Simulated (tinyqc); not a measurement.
# One electron in a tunnel-coupled double dot: charge qubit, sensing and quantum capacitance: what changes with what

Basis (left, right), H = [[ep/2, tc], [tc, -ep/2]], splitting Om = sqrt(ep^2 + 4 tc^2), ep = al times the gate voltage. In equilibrium the electron is on the right with the chance P_R = [1 + (ep/Om) tanh(Om/2 kB T)]/2.

Inputs (values chosen for the exercise):
```
symbol  value  unit                                   meaning
tc        6.9   ueV                           tunnel coupling
T        0.21     K                      electron temperature
al       0.21  eV/V     lever arm of the gate on the detuning
f0        305   MHz                       resonator frequency
se       0.46   ueV  deviation of quasi-static detuning noise
```

Constants: q = 1.602176634e-19 C, kB = 1.380649e-23 J/K, hbar = 1.054571817e-34 J s, h = 6.62607015e-34 J s, Vt = kB T/q. Results are converted to the units shown.

Each table varies one quantity; the others keep the values above.

## Coherence against detuning

Noise in ep shifts Om by (ep/Om) d + (2 tc^2/Om^3) d^2. For Gaussian d of deviation se the spread of Om is sqrt[(ep se/Om)^2 + 2 (2 tc^2 se^2/Om^3)^2], and T2* is estimated as sqrt(2) hbar/spread; Om T2*/h counts the oscillations within T2*.

Coherence against detuning:
```
ep (ueV)  Om (ueV)  T2* (ns)  oscillations within T2*
0           13.800    85.854                   286.48
0.35        13.804    58.481                   195.21
0.69        13.817    36.670                   122.52
1.4         13.871    19.539                   65.534
2.8         14.081    10.114                   34.436
5.5         14.856    5.4587                   19.608
10          17.042    3.4479                   14.208
21          25.128    2.4214                   14.712
41          43.260    2.1351                   22.334
```

What does the comparison show?

T2* falls from 85.9 to 2.14 ns, towards sqrt(2) hbar/se = 2.02 ns far from the anticrossing; the first row is 40.2 times the last. First and second order are equal near ep = sqrt(2) se/2 = 0.325 ueV.

## Peak signal against tunnel coupling

At ep = 0: q^2 al^2 dP_R/d(ep) splits into Cq = q^2 al^2 (2 tc^2/Om^3) tanh(Om/2 kB T) and Ct = q^2 al^2 (ep/Om)^2/(4 kB T cosh^2(Om/2 kB T)); Ct appears only if relaxation is faster than the drive. A resonator of frequency f0, capacitance Cp and quality factor Q shifts by df = -f0 Cq/(2 Cp) and its phase by -2 Q Cq/Cp. The slope dP_R/d(ep) there is tanh(tc/kB T)/(4 tc).

Result of one run:
```
tc (ueV)  tc/kB T  Cq (aF)  slope (1/ueV)  2 tc/h (GHz)
8.4       0.46418   91.156       0.012901        4.0622
```

What becomes of these results when the tunnel coupling tc is changed from 8.4 to 170 ueV, all else the same?

Result of the changed run:
```
tc (ueV)  tc/kB T  Cq (aF)  slope (1/ueV)  2 tc/h (GHz)
170        9.3941   10.391      0.0014706        82.212
```

The whole series:
```
tc (ueV)  tc/kB T  Cq (aF)  slope (1/ueV)  2 tc/h (GHz)
2.5       0.13815   96.994       0.013728        1.2090
4.6       0.25419   95.561       0.013525        2.2246
8.4       0.46418   91.156       0.012901        4.0622
15        0.82889   80.063       0.011331        7.2540
28         1.5473   57.618      0.0081548        13.541
51         2.8182   34.389      0.0048671        24.663
93         5.1391   18.992      0.0026880        44.975
170        9.3941   10.391      0.0014706        82.212
310        17.130   5.6981      8.0645e-4        149.92
```

The peak Cq falls from 97.0 to 5.70 aF: it levels off at q^2 al^2/(4 kB T) = 97.6 aF for weak coupling and goes as tc^(-1.00) between the last two rows. Below tc of about kB T the slope measures temperature rather than coupling.

Computed by the program tinyqc: `OMP_NUM_THREADS=1 python tinyqc.py 2470127 2470128 out.jsonl`, one thread of a shared Intel Xeon 2.30GHz, about 0.01 s for the whole run.
